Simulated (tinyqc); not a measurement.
Short-channel transistor, virtual-source model with series resistance: one step of the calculation.

The current per gate width is the charge at the top of the source barrier (the virtual source) times its velocity times a saturation function; al and be are fitting constants of the model. Units: I in uA/um, Rs in ohm um, so I Rs = 1e-6 I Rs in volts; Q in uC/cm^2, so I = 1e-4 Q vx0 Fsat with vx0 in cm/s.

Problem. What the series resistance costs. Intrinsic voltages Vg' = Vgs - I Rs, Vd' = Vds - 2 I Rs. n = n0 + nd Vd', VT = VT0 - dl Vd', Ff = 1/(1 + exp((Vg' - VT + al Vt/2)/(al Vt))), Q = Cinv n Vt ln(1 + exp((Vg' - VT + al Vt Ff)/(n Vt))), Vdsat = (vx0 L/mu)(1 - Ff) + Vt Ff, Fsat = u/(1 + u^be)^(1/be) with u = Vd'/Vdsat, and I = Q vx0 Fsat per width. I0 is the current for Rs = 0. Effective velocity I/Q; transit time L Q/I.

Parameters, values chosen for the exercise: temperature T = 350 K; inversion capacitance Cinv = 3.99 uF/cm^2; velocity at the virtual source vx0 = 1.37e7 cm/s; apparent mobility mu = 340 cm^2/(V s); channel length L = 25 nm; threshold at zero drain voltage VT0 = 0.45 V; drain-induced barrier lowering dl = 0.13 V/V; subthreshold factor n0 = 1.43; growth of n with drain voltage nd = 0.1 1/V; threshold shift (in units of Vt) from weak to strong inversion al = 3.5; sharpness of saturation be = 1.4; series resistance of each contact Rs = 120 ohm um; gate voltage Vgs = 1 V; drain voltage Vds = 1 V.

Constants: q = 1.602176634e-19 C, kB = 1.380649e-23 J/K, Vt = kB T/q. Results are converted to the units shown.

converged I = 1966.6598 uA/um
I0 = 3614.4833 uA/um

Wanted: loss against I0; effective velocity; transit time.

Solution.

loss against I0 = 45.589 %
effective velocity = 1.2825e7 cm/s
transit time = 0.19493 ps

The carriers leave the virtual source at 93.6 % of vx0: the device is in saturation.

tinyqc, about 0.06 s, one thread, Intel Xeon 2.30GHz (shared host): `OMP_NUM_THREADS=1 python tinyqc.py 2380123 2380124 out.jsonl`
